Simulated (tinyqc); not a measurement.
Gaps against pressure: band gaps under pressure and temperature from deformation potentials.

Murnaghan: V/V0 = (1 + Bp P/B0)^(-1/Bp), B0 = (C11 + 2 C12)/3. Each gap moves by a ln(V/V0) with its volume potential a, and falls with temperature by aV T^2/(T + bV) (Varshni); the two effects are added. No change of phase is considered.

Values chosen for the exercise (near those of InAs, the X and L potentials typical of such crystals; not measured data):
- Eg = 0.416 eV (gap at Gamma to the s-like level at 0 K, 0 GPa)
- EgX = 1.422 eV (gap to X at 0 K, 0 GPa)
- EgL = 1.113 eV (gap to L at 0 K, 0 GPa)
- C11 = 82.2 GPa
- C12 = 46 GPa
- Bp = 4.68 (pressure derivative of the bulk modulus)
- aG = -6.13 eV (volume potential of the Gamma gap)
- aX = 1.59 eV (volume potential of the X gap)
- aL = -2.84 eV (volume potential of the L gap)
- aV = (0.278, 0.278, 0.276) meV/K (Varshni alpha of Gamma, X, L)
- bV = (89, 87, 91) K (Varshni beta of Gamma, X, L)
- T = 300 K (temperature)

The last column is the linear form E0 + c1 P for Gamma, c1 = -aG/B0.

Gaps (eV):
```
P (GPa)  ln(V/V0)  Gamma      X      L  lowest  Gamma, linear
0.00       0.0000  0.352  1.357  1.049   Gamma          0.352
1.50      -0.0244  0.501  1.319  1.119   Gamma          0.510
4.50      -0.0661  0.757  1.252  1.237   Gamma          0.827
6.00      -0.0843  0.868  1.223  1.289   Gamma          0.985
7.50      -0.1010  0.971  1.197  1.336   Gamma          1.143
9.00      -0.1165  1.066  1.172  1.380   Gamma          1.302
10.50     -0.1310  1.155  1.149  1.422       X          1.460
12.00     -0.1446  1.238  1.127  1.460       X          1.619
```

Give the missing row, P (GPa) = 3.00.

Computed row:
```
P (GPa)  ln(V/V0)  Gamma      X      L  lowest  Gamma, linear
3.00      -0.0463  0.635  1.284  1.181   Gamma          0.668
```

Over 12 GPa Gamma moves by +0.886, L by +0.411 and X by -0.230 eV. The lowest valley changes: Gamma to X between 9.00 and 10.50 GPa, and the fundamental gap peaks at 1.149 eV on these points. The linear form overshoots by 381 meV at the end, because the crystal stiffens; the gap is linear in ln V, not in P. Rows above about 7 GPa lie beyond the phase change of the real crystal.

(tinyqc, `OMP_NUM_THREADS=1 python tinyqc.py 1050681 1050682 out.jsonl`, Intel(R) Xeon(R) Processor @ 2.30GHz, 1 thread, shared host, about 0.01 s.)
